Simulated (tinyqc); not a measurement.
# Trap density from two Hall measurements

Problem. p-type body, charge-sheet picture, full ionisation (an idealisation for deep acceptors), Boltzmann statistics for free electrons. e = Ec - EF at the surface. psi = Eg - Vt ln(Nv/Na) - e; N_dep = sqrt(2 eps0 eps_r Na (psi - Vt)/q); n_f = sqrt(N_dep^2 + 2 eps0 eps_r Vt Nc exp(-e/Vt)/q) - N_dep; Vg = Vfb + psi + q (N_dep + n_t + n_f)/Cox, Cox = eps0 eox/tox. Find e and n_t at both points and the mean trap density between them.

Values chosen for this exercise; band and dielectric values close to those of 4H silicon carbide: temperature T = 475 K; band gap Eg = 3.23 eV; relative permittivity eps_r = 9.61; conduction-band density of states at T Nc = 3.45e19 cm^-3; valence-band density of states at T Nv = 4.96e19 cm^-3; relative permittivity of the insulator eox = 3.9; insulator thickness tox = 35 nm; acceptor density Na = 7.8e16 cm^-3; flat-band voltage without trapped charge Vfb = -2.07 V.

Constants: q = 1.602176634e-19 C, kB = 1.380649e-23 J/K, Vt = kB T/q, eps0 = 8.8541878128e-14 F/cm where lengths are in cm. Results are converted to the units shown.

Vg (V): 4.2169836  6.0666083
free sheet density from the Hall effect (cm^-2): 3.3023168e10  2.7802058e11

Solution. Each n_f fixes e; what the gate voltage holds beyond psi, N_dep and n_f is trapped; the difference quotient is the density, smeared over a few Vt.

e (eV): 0.205  0.114
n_t (cm^-2): 6.37e11  1.45e12
mean trap density = 8.93e12 cm^-2 eV^-1

Program tinyqc, `OMP_NUM_THREADS=1 python tinyqc.py 2222063 2222064 out.jsonl`; Intel Xeon 2.30GHz, shared host, one thread, about 0.02 s.
